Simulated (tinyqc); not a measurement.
# Gate-all-around wire, scale length and short-channel effects: effects of single changes

A round wire of diameter ts in an insulator shell of thickness ti under a surrounding gate. Below threshold the potential that source and drain add obeys Laplace's equation and vanishes on the gate. Its lowest mode decays along the channel as exp(-k y); k is the smallest positive root of the matching condition at the interface, and the scale length is Lambda = pi/k.

Parameters, values chosen for the exercise; permittivities: semiconductor close to that of gallium nitride, insulator close to that of hafnium oxide: temperature T = 400 K; relative permittivity of the semiconductor eps_r = 9.41; relative permittivity of the insulator ei = 22.2; insulator thickness ti = 4.3 nm; wire diameter ts = 10.8 nm; channel length L = 24 nm; potential of the source Vbi = 0.89 V; potential of the barrier top at threshold sT = 0.44 V; drain voltage Vds = 0.6 V.

Constants: q = 1.602176634e-19 C, kB = 1.380649e-23 J/K, Vt = kB T/q. Results are converted to the units shown.

Each table varies one quantity; the others keep the values above.

## Effect of the wire diameter

k is the smallest positive root of f(k) = ei J0(u)[J1(u) Y0(v) - Y1(u) J0(v)] - eps_r J1(u)[J0(u) Y0(v) - Y0(u) J0(v)], u = k ts/2, v = u + k ti. Along the channel psi(y) = s + a exp(y/l) + b exp(-y/l) with psi(0) = Vbi, psi(L) = Vbi + Vds and l = 1/k = Lambda/pi; with A = Vbi - s, B = A + Vds, x = exp(-L/l): a = (B - A x) x/(1 - x^2), b = (A - B x)/(1 - x^2). The minimum is s + 2 sqrt(a b), at y = (l/2) ln(b/a). The long-channel potential follows the gate as s = sT + (Vg - VTL)/m, and the threshold VT is the gate voltage at which the minimum equals sT. Swing = m Vt ln 10/g at threshold, g = d(minimum)/ds = 1 - (b x + a)/((1 + x) sqrt(a b)). DIBL = [VT(0.05 V) - VT(Vds)]/(Vds - 0.05 V). sT and Vbi are held fixed; m = 1.

Results:

| ts (nm) | Lambda (nm) | L/Lambda | VT - VTL at Vds (mV) | DIBL (mV/V) | swing (mV/decade) |
|---|---|---|---|---|---|
| 4.3 | 7.631 | 3.145 | -9.987 | 5.644 | 80.62 |
| 6.7 | 8.575 | 2.799 | -17.41 | 9.856 | 81.55 |
| 8.4 | 9.294 | 2.582 | -24.72 | 14.03 | 82.47 |
| 10 | 10.03 | 2.393 | -33.76 | 19.19 | 83.59 |
| 13 | 11.58 | 2.073 | -57.64 | 32.94 | 86.54 |
| 16 | 13.28 | 1.807 | -91.61 | 52.69 | 90.70 |

Estimate the missing row, ts = 5.4 nm.

Computed row:

| ts (nm) | Lambda (nm) | L/Lambda | VT - VTL at Vds (mV) | DIBL (mV/V) | swing (mV/decade) |
|---|---|---|---|---|---|
| 5.4 | 8.059 | 2.978 | -13.05 | 7.378 | 81.01 |

With this row back in the table: As ts goes from 4.3 to 16 nm, Lambda rises from 7.63 to 13.3 nm, DIBL rises from 5.64 to 52.7 mV/V and the swing rises from 80.6 to 90.7 mV a decade. On average Lambda goes as ts^(0.42).

## Effect of the insulator thickness

Same model as above.

Effect of the insulator thickness:

| ti (nm) | Lambda (nm) | L/Lambda | VT - VTL at Vds (mV) | DIBL (mV/V) | swing (mV/decade) |
|---|---|---|---|---|---|
| 1.4 | 7.843 | 3.060 | -11.44 | 6.469 | 80.81 |
| 1.9 | 8.170 | 2.938 | -13.92 | 7.874 | 81.12 |
| 2.4 | 8.540 | 2.810 | -17.09 | 9.673 | 81.51 |
| 3.1 | 9.147 | 2.624 | -23.11 | 13.10 | 82.26 |
| 4.1 | 10.19 | 2.355 | -35.94 | 20.44 | 83.86 |
| 5.3 | 11.65 | 2.059 | -59.04 | 33.75 | 86.71 |
| 6.9 | 13.78 | 1.742 | -103.0 | 59.36 | 92.09 |

As ti goes from 1.4 to 6.9 nm, Lambda rises from 7.84 to 13.8 nm, DIBL rises from 6.47 to 59.4 mV/V and the swing rises from 80.8 to 92.1 mV a decade. On average Lambda goes as ti^(0.35).

## A higher permittivity at fixed equivalent oxide thickness

Same model as above.

The equivalent oxide thickness 3.9 ti/ei is held at 0.76 nm, so ti = 0.76 ei/3.9 nm.

A higher permittivity at fixed equivalent oxide thickness:

| ei | ti (nm) | Lambda (nm) | L/Lambda | DIBL (mV/V) | swing (mV/decade) |
|---|---|---|---|---|---|
| 3.9 | 0.7600 | 9.421 | 2.548 | 14.85 | 82.64 |
| 5 | 0.9744 | 9.410 | 2.550 | 14.78 | 82.63 |
| 7.5 | 1.462 | 9.417 | 2.549 | 14.82 | 82.64 |
| 10 | 1.949 | 9.465 | 2.536 | 15.14 | 82.71 |
| 15 | 2.923 | 9.703 | 2.473 | 16.78 | 83.07 |
| 20 | 3.897 | 10.17 | 2.360 | 20.24 | 83.82 |
| 25 | 4.872 | 10.89 | 2.203 | 26.37 | 85.14 |
| 35 | 6.821 | 12.98 | 1.848 | 48.92 | 89.91 |

As ei goes from 3.9 to 35, Lambda goes from 9.42 through a minimum of 9.41 (at ei = 5 among the rows listed) to 13.0 nm, DIBL goes from 14.85 through a minimum of 14.78 (at ei = 5 among the rows listed) to 48.92 mV/V and the swing rises from 82.6 to 89.9 mV a decade.

Numbers from tinyqc (`OMP_NUM_THREADS=1 python tinyqc.py 2420051 2420052 out.jsonl`; about 0.01 s on one thread of a shared Intel Xeon 2.30GHz).
